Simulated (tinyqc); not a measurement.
# Double-gate transistor below threshold, two-dimensional Poisson equation on a small mesh, step by step

tinyqc, about 0.2 s, one thread, Intel Xeon 2.30GHz (shared host): `OMP_NUM_THREADS=1 python tinyqc.py 2480133 2480134 out.jsonl` Printed values are rounded.

Half of a symmetric double-gate structure: row 0 is the mid-plane of the body, where the normal field vanishes. Mobile charge is neglected (subthreshold), the body is fully depleted, and potentials are counted from the intrinsic level; rows run upward to the gate, columns from source to drain.

Inputs (values chosen for the exercise); semiconductor permittivity close to that of silicon:
- T = 293 K (temperature)
- eps_r = 11.8 (relative permittivity of the semiconductor)
- eox = 22 (relative permittivity of the insulator)
- tb = 8 nm (half the body thickness)
- tox = 6.2 nm (insulator thickness)
- L = 54 nm (channel length)
- Na = 2.5e18 cm^-3 (acceptor density of the depleted body)
- Vbi = 0.47 V (potential of the source)
- Vfb = 0.09 V (gate offset)
- Vg = 0.05 V (gate voltage)
- Vd = 0.5 V (drain voltage)

Constants: q = 1.602176634e-19 C, kB = 1.380649e-23 J/K, Vt = kB T/q, eps0 = 8.8541878128e-14 F/cm where lengths are in cm. Results are converted to the units shown.

## Coefficients of the five-point equations

Mesh: rows i = 0..2 in the semiconductor (step hs = tb/2, row 2 on the interface), then 1 step(s) ho = tox/1 up to the gate row 3; columns j = 0..5 (step hy = L/5). Box integration, divided by eps0: up_i = eps hy/h of the interval above row i, dn_i = that of the interval below (0 for row 0), lat_i = (sum of eps h/2 over the intervals above and below)/hy, s_i = -q Na w_i hy/eps0 with w_i the semiconductor height of the box (hs/2 for row 0 and the interface row, hs between, 0 in the insulator). Each free node obeys (up + dn + 2 lat) psi = up psi(above) + dn psi(below) + lat [psi(left) + psi(right)] + s.

| row | up | dn | lat | s (V) |
|---|---|---|---|---|
| 0 | 31.86 | 0 | 2.185185 | -0.9771369 |
| 1 | 31.86 | 31.86 | 4.370370 | -1.954274 |
| 2 | 38.32258 | 31.86 | 8.5 | -0.9771369 |

## Iteration 1: Gauss-Seidel sweep

psi at the start (fixed values on the edges, free nodes linear between source and drain columns) (V):

|  | j=0 | j=1 | j=2 | j=3 | j=4 | j=5 |
|---|---|---|---|---|---|---|
| row 0 | 0.4700000 | 0.5700000 | 0.6700000 | 0.7700000 | 0.8700000 | 0.9700000 |
| row 1 | 0.4700000 | 0.5700000 | 0.6700000 | 0.7700000 | 0.8700000 | 0.9700000 |
| row 2 | 0.4700000 | 0.5700000 | 0.6700000 | 0.7700000 | 0.8700000 | 0.9700000 |
| row 3 | -0.0400000 | -0.0400000 | -0.0400000 | -0.0400000 | -0.0400000 | -0.0400000 |

Free nodes: rows 0..2, columns 1..4, taken row by row from row 0, left to right. t = (up psi(above) + dn psi(below) + lat [psi(left) + psi(right)] + s)/(up + dn + 2 lat), with the newest neighbours; psi(new) = t.

psi after iteration 1 (V):

|  | j=0 | j=1 | j=2 | j=3 | j=4 | j=5 |
|---|---|---|---|---|---|---|
| row 0 | 0.4700000 | 0.5430299 | 0.6414032 | 0.7413051 | 0.8412992 | 0.9700000 |
| row 1 | 0.4700000 | 0.5311715 | 0.6281144 | 0.7278869 | 0.8278705 | 0.9700000 |
| row 2 | 0.4700000 | 0.2764667 | 0.3027744 | 0.3515498 | 0.4025929 | 0.9700000 |
| row 3 | -0.0400000 | -0.0400000 | -0.0400000 | -0.0400000 | -0.0400000 | -0.0400000 |

## Iteration 2: Gauss-Seidel sweep

As before.

psi after iteration 2 (V):

|  | j=0 | j=1 | j=2 | j=3 | j=4 | j=5 |
|---|---|---|---|---|---|---|
| row 0 | 0.4700000 | 0.5071604 | 0.6006761 | 0.7000845 | 0.8017655 | 0.9700000 |
| row 1 | 0.4700000 | 0.3838113 | 0.4373153 | 0.5117271 | 0.5919382 | 0.9700000 |
| row 2 | 0.4700000 | 0.1868122 | 0.1835103 | 0.2153580 | 0.3030956 | 0.9700000 |
| row 3 | -0.0400000 | -0.0400000 | -0.0400000 | -0.0400000 | -0.0400000 | -0.0400000 |

## Course of the iteration: Gauss-Seidel sweep

Stop when the largest change of psi is below 1e-7 V, or after 400 iterations. Fixed values: gate row Vg - Vfb; column 0 at Vbi and the last column at Vbi + Vd in the semiconductor, each running linearly to Vg - Vfb across the insulator.

Course of the iteration:

| iteration | psi at row 0, j = 2 (V) | largest \|change\| of one entry (V) |
|---|---|---|
| 1 | 0.6414032 | 0.467 |
| 2 | 0.6006761 | 0.236 |
| 3 | 0.4224425 | 0.220 |
| 4 | 0.2714849 | 0.174 |
| 5 | 0.1562573 | 0.128 |
| 6 | 0.07032839 | 0.0924 |
| 7 | 0.006705267 | 0.0663 |
| 8 | -0.04012171 | 0.0474 |
| 9 | -0.07441520 | 0.0343 |
| ... | ... | ... |
| 40 | -0.1649862 | 1.26e-6 |
| 41 | -0.1649871 | 9.03e-7 |
| 42 | -0.1649878 | 6.48e-7 |
| 43 | -0.1649882 | 4.65e-7 |
| 44 | -0.1649885 | 3.33e-7 |
| 45 | -0.1649888 | 2.39e-7 |
| 46 | -0.1649890 | 1.71e-7 |
| 47 | -0.1649891 | 1.23e-7 |
| 48 | -0.1649892 | 8.81e-8 |

Converged in 48 iterations. At the end each change is about 0.72 times the one before: linear convergence.

## Barrier, swing and barrier lowering

converged psi (V):

|  | j=0 | j=1 | j=2 | j=3 | j=4 | j=5 |
|---|---|---|---|---|---|---|
| row 0 | 0.4700000 | -0.0232330 | -0.1649894 | -0.1292750 | 0.1422768 | 0.9700000 |
| row 1 | 0.4700000 | -0.0166701 | -0.1464919 | -0.1147807 | 0.1348003 | 0.9700000 |
| row 2 | 0.4700000 | 0.0022819 | -0.0888131 | -0.0688331 | 0.1083315 | 0.9700000 |
| row 3 | -0.0400000 | -0.0400000 | -0.0400000 | -0.0400000 | -0.0400000 | -0.0400000 |

d psi/dVg on row 0: j=0 0.0000000, j=1 0.6546725, j=2 0.8730942, j=3 0.8730942, j=4 0.6546725, j=5 0.0000000
d psi/dVd on row 0: j=0 0.000000, j=1 0.007154, j=2 0.027739, j=3 0.099167, j=4 0.338174, j=5 1.000000

The barrier is read along row 0, the path farthest from the gate. Take the node j of lowest psi: barrier Vbi - psi_j; swing Vt ln 10/(d psi_j/dVg); DIBL = (d psi_j/dVd)/(d psi_j/dVg). The derivatives solve the same equations with s = 0 and a unit change of that voltage.

j = 2
barrier = 0.6349894 V
swing = 66.58787 mV/decade
DIBL = 31.77037 mV/V

A mesh of 12, 8 and 80 steps (semiconductor, insulator, channel) gives a barrier of 0.668 V, a swing of 63.0 mV a decade and a DIBL of 30.3 mV/V; the small mesh puts the barrier 5.0 % below that. In this column psi is higher at the interface than on row 0, so electrons would pass more easily near the interface.
